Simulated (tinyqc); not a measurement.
One share for all, or one for each: linear model of a band gap against the share of exact exchange.

E(alpha) = E0 + S alpha. A wider gap screens less, modelled in the Penn form eps(alpha) = 1 + (e0 - 1)(EP/(EP + S alpha))^2 with a scale EP chosen for the exercise. A dielectric-dependent hybrid takes alpha = 1/eps.

Errors of the gap (eV) against each target; e0, EP, S and the gaps are values chosen for the exercise.

Results:
```
case        E0 (eV)  S (eV)     e0  EP (eV)  target Et (eV)  alpha needed  error, alpha = 0  error, 0.25  error, self-consistent
like Al2O3     5.81   10.15   3.22     26.9            8.63         0.278             -2.82        -0.28                    0.92
like Ge        0.08    5.07  17.44      8.4            0.74         0.130             -0.66         0.61                   -0.35
like GaN       1.89    7.52   5.78     18.8            3.46         0.209             -1.57         0.31                   -0.10
like MgO       4.59   10.63   3.24     27.9            7.70         0.293             -3.11        -0.45                    0.79
like GaAs      0.51    5.76  11.88     10.4            1.51         0.174             -1.00         0.44                   -0.47
like SiC       2.31    5.99   7.46     18.6            3.21         0.150             -0.90         0.60                   -0.03
like TiO2      1.90    8.90   8.47     13.1            3.31         0.158             -1.41         0.81                   -0.18
```

What can be read from this table?

Mean absolute errors: 1.64, 0.50 and 0.41 eV for alpha = 0, 0.25 and the self-consistent value. A fixed quarter overshoots for Ge, GaN, GaAs, SiC and TiO2 and falls short for Al2O3 and MgO; the alpha needed runs between 0.130 and 0.293 and its correlation with 1/e0 over these cases is 0.96.

(tinyqc, `OMP_NUM_THREADS=1 python tinyqc.py 1850330 1850331 out.jsonl`, Intel(R) Xeon(R) Processor @ 2.30GHz, 1 thread, shared host, about 0.01 s.)
